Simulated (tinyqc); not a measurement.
# Equilibrium and kinetic segregation of a solute to boundaries and growing surfaces, step by step

A worked calculation. Computed by tinyqc, a small Python program that keeps every step. Command: `OMP_NUM_THREADS=1 python tinyqc.py 3005248 3005249 out.jsonl segreg walk`. One thread of a shared host (Intel(R) Xeon(R) Processor @ 2.30GHz), about 0.01 s of CPU time with the checks. Intermediate numbers are printed to about 6 digits and carried at full precision; extremes and crossings named in words are read from the listed rows.

Inputs (values chosen for the exercise, modelled on a solute in a copper line): segregation energy Q = 0.496 eV; interaction z w (positive attracts) = 0.24 eV; total solute fraction x0 = 0.00021; temperature T = 975 K; grain size d = 1200 nm; boundary thickness delta = 0.71 nm; atomic volume Omega = 11.81 angstrom^3; clean boundary energy gamma_0 = 0.57 J/m^2; bulk diffusivity D = 1.4e-20 m^2/s; anneal time t = 110 s; exchange barrier E_b = 1.32 eV; surface segregation energy E_s = 0.42 eV; growth temperature T_g = 860 K; growth rate = 1.3 monolayers/s; mixing = 0.5.

Isotherm: Fowler-Guggenheim.

Constants: k_B = 8.617333262e-05 eV/K; 1 eV/angstrom^2 = 16.02176634 J/m^2.

## Coverage for very large grains, by iteration

With theta the solute fraction on boundary sites and x that in the grains, theta/(1 - theta) = [x/(1 - x)] exp[(Q + z w theta)/(k_B T)]. The coverage theta_inf is that for x = x0. Start at theta = 0; theta(new) = theta + mixing (theta(out) - theta); stop below 1e-10, 80 steps at most.

Iteration:
```
step   theta in  theta out     out - in
1     0.0000000  0.0714407  7.14407e-02
2     0.0357204  0.0785125  4.27922e-02
3     0.0571164  0.0830497  2.59333e-02
4     0.0700831  0.0859143  1.58312e-02
5     0.0779987  0.0877067  9.70800e-03
6     0.0828527  0.0888225  5.96980e-03
...         ...        ...          ...
39    0.0906391  0.0906391  7.39512e-10
40    0.0906391  0.0906391  4.56812e-10
41    0.0906391  0.0906391  2.82183e-10
42    0.0906391  0.0906391  1.74310e-10
43    0.0906391  0.0906391  1.07675e-10
44    0.0906391  0.0906391  6.65133e-11
```

coverage theta_inf = 0.0906391

last residual = 6.65133e-11

Converged; without interaction theta would be 0.0714.

## Depletion of small grains

Finite grains: boundary sites are the fraction f = 3 delta/d, and x0 = (1 - f) x + f theta; solve both equations for theta; share at boundaries = f theta/x0.

site fraction f = 0.001775

coverage theta = 0.0492383

fraction x left in the grains = 1.22820e-04

share of solute at boundaries = 41.6181 %

enrichment theta/x = 400.898

42 % of the solute sits at boundaries; for a dopant that share is electrically lost. The supply limits the coverage, which stays well below theta_inf.

## Boundary energy

Gibbs adsorption for this isotherm in a dilute matrix: gamma = gamma_0 + Gam_0 [k_B T ln(1 - theta) + z w theta^2/2], Gam_0 = delta/Omega sites per area.

Gam_0 = 60.1185 1/nm^2

boundary energy gamma = 0.531940 J/m^2

Segregation lowers gamma by 6.7 %, and the driving force of grain growth with it.

## How fast the boundary fills

McLean kinetics from a uniform start, fed from both sides, with a constant enrichment beta = theta_inf/x0: (theta - x0)/(theta_inf - x0) = 1 - exp(s^2) erfc(s), s = 2 sqrt(D t)/(beta delta); half filling at s = 0.7691, t = (0.7691 beta delta/2)^2/D. D is an input and does not follow T.

s = 0.00809908

degree of filling = 0.00907363

time to half filling = 991944 s

diffusion length sqrt(D t) = 1.24097 nm

## Segregation at a growing surface

Two-state exchange during growth, dilute: jump up r_u = nu exp(-E_b/(k_B T_g)), jump back r_d = r_u exp(-E_s/(k_B T_g)), nu = 1e13 1/s. In the time 1/R of one monolayer the share carried up is p = [r_u/(r_u + r_d)] [1 - exp(-(r_u + r_d)/R)]; the tail decays as p^n, length -1/ln p monolayers; the equilibrium limit has p = r_u/(r_u + r_d).

r_u = 183877 1/s

r_d = 635.681 1/s

share carried up p = 0.996555

decay length = 289.759 monolayers

Exchange is fast against growth: the equilibrium regime, where heating shortens the tail.

## Tail length against growth temperature

The formulas are those given above.

Exchange model:
```
T_g (K)        r_u/R         p  length (monolayers)  equilibrium limit
444      7.99710e-03  0.007965          2.06925e-01            58527.7
475      7.59938e-02  0.073178          3.82430e-01            28591.2
501      4.05134e-01  0.333109          9.09682e-01            16787.1
527      1.83106e+00  0.839704          5.72392e+00            10388.3
547      5.29971e+00  0.994876          1.94668e+02             7407.9
568      1.49244e+01  0.999812          5.31957e+03             5328.9
599      6.02608e+01  0.999707          3.41820e+03             3418.2
645      3.73329e+02  0.999478          1.91350e+03             1913.5
723      4.83952e+03  0.998820          8.47088e+02              847.1
```

The length peaks among these rows at 568 K with 5320 monolayers. Below, exchange freezes (r_u/R = 0.0080 in the first row); above, the length follows the equilibrium limit, about exp(E_s/(k_B T)), down to 847.

## Coverage against grain size

The formulas are those given above.

At T:
```
d (nm)      theta  x in the grains  share at boundaries (%)
15      0.0014549      3.96136e-06                  98.3815
30      0.0028563      7.75652e-06                  96.5687
60      0.0055109      1.48920e-05                  93.1603
120     0.0103038      2.75978e-05                  87.0915
250     0.0188611      4.97269e-05                  76.5223
500     0.0307529      7.93306e-05                  62.3845
1000    0.0452885      1.13778e-04                  45.9355
5000    0.0747944      1.78214e-04                  15.1726
```

From the largest grains to the smallest the share at boundaries rises from 15 to 98 %, and x/x0 falls to 0.019. In the dilute limit x/x0 = 1/(1 - f + f exp(Q/(k_B T))), which gives 0.019 at 15 nm.

Checks made by the program: mass balance (relative difference below 1e-10).
